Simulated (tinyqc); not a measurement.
Inside a calculation: Kronig-Penney superlattice by transfer matrices. Values are carried at full precision from step to step, so a last printed digit may differ when a step is redone from the rounded ones.

Wells (width a, potential 0, mass mw) alternate with barriers (width b, height V0, mass mb); period d = a + b; c = hbar^2/2m0. The vector (psi, psi'/m) is continuous, and a layer of thickness t carries it by M = [[cos kt, (m/k) sin kt], [-(k/m) sin kt, cos kt]] with k = sqrt(m (E - V)/c); for E < V, k = i kappa gives [[cosh, (m/kappa) sinh], [(kappa/m) sinh, cosh]] of kappa t. A Bloch state obeys cos(q d) = tr(Mb Mw)/2.

Constants: hbar^2/2m0 = 3.80998211 eV angstrom^2; hbar = 6.58211957e-16 eV s.

Values chosen for the exercise (near those of a GaAs superlattice with barriers of AlGaAs; shifted at random, so the results belong to these values and not to a real crystal):
```
symbol  value   unit      meaning
a       105     angstrom  well width
b       12      angstrom  barrier width
V0      0.211   eV        barrier height
mw      0.065   m0        mass in the wells
mb      0.0886  m0        mass in the barriers
E       0.0295  eV        trial energy
F       2       kV/cm     field along the axis
```

## Layer matrices at one energy

Form the matrix of the well and of the barrier at E.

k in the well = 0.02243 1/angstrom
kappa in the barrier = 0.06497 1/angstrom

Mw (angstrom units):
```
,1,2
1,-0.70666,2.0500
2,-0.24420,-0.70666
```

Mb (angstrom units):
```
,1,2
1,1.3196,1.1742
2,0.63135,1.3196
```

## The matrix of one period

Multiply M = Mb Mw and take half the trace. If its size is at most 1, E lies in a miniband and q d = arccos(tr M/2); otherwise the state decays by exp(-arccosh|tr M/2|) a period.

M:
```
,1,2
1,-1.2193,1.8755
2,-0.76840,0.36178
```

tr M/2 = -0.4287
q d in a band, or the decay exponent in a gap = 2.014

E lies in a miniband; det M = 1.0000, as for any such product.

## Miniband edges

The edges are the energies where tr M/2 = +1 (q = 0) or -1 (q = pi/d); the first three minibands.

Minibands:
```
band,bottom (eV),top (eV),width (meV)
1,0.0157,0.0399,24.2
2,0.0781,0.1600,81.9
3,0.2101,0.3613,151.2
```

2 minibands of these lie wholly below V0. The first gap is 38.2 meV wide; the single well of width a has E1 = 0.0278 eV, inside the first miniband.

## Dispersion along the axis

Solve tr M/2 = cos(q d) inside each miniband at q d/pi = 0, 1/6, ..., 1. The cosine form is E_bottom + (W/2)(1 - cos q d) with the true width W.

Energies (eV):
```
q d/pi,band 1,cosine form,band 2
0.000,0.0157,0.0157,0.1600
0.167,0.0167,0.0173,0.1497
0.333,0.0196,0.0217,0.1310
0.500,0.0244,0.0278,0.1124
0.667,0.0305,0.0339,0.0959
0.833,0.0368,0.0383,0.0833
1.000,0.0399,0.0399,0.0781
```

The cosine form, which holds for hopping between neighbouring wells alone, misses band 1 by at most 3.4 meV, 14 % of its width.

## Mass along the axis

With f(E) = tr M/2, 1 - (q d)^2/2 = 1 + f'(E_bottom)(E - E_bottom) gives m_z = -2 c f'/d^2 (f' by a central difference of 1e-6 eV at the bottom of band 1). The cosine form gives 4 c/(W d^2), W the width of band 1 between tr M/2 = +1 and -1.

f' = -137.4 1/eV
m_z = 0.07646 m0
m_z of the cosine form = 0.04599 m0
W = 24.21 meV

The mass along the axis is 1.18 times mw.

## In a field along the axis

One-band picture: ladder spacing e F d, Bloch frequency e F d/(2 pi hbar), and extent W/(e F) of a Stark state, with W the width of band 1; 1 kV/cm = 1e-5 V/angstrom.

e F d = 2.340 meV
Bloch frequency = 0.566 THz
W/(e F d) = 10.35 periods

The state spreads over about 10 periods.

## Checks

- Bottom of band 1 from 121 plane waves (the mass step taken by inverting the matrix of m) against the transfer matrix, eV: both 0.0157.

(tinyqc, `OMP_NUM_THREADS=1 python tinyqc.py 1281689 1281690 out.jsonl`, Intel(R) Xeon(R) Processor @ 2.30GHz, 1 thread, shared host, about 0.09 s.)
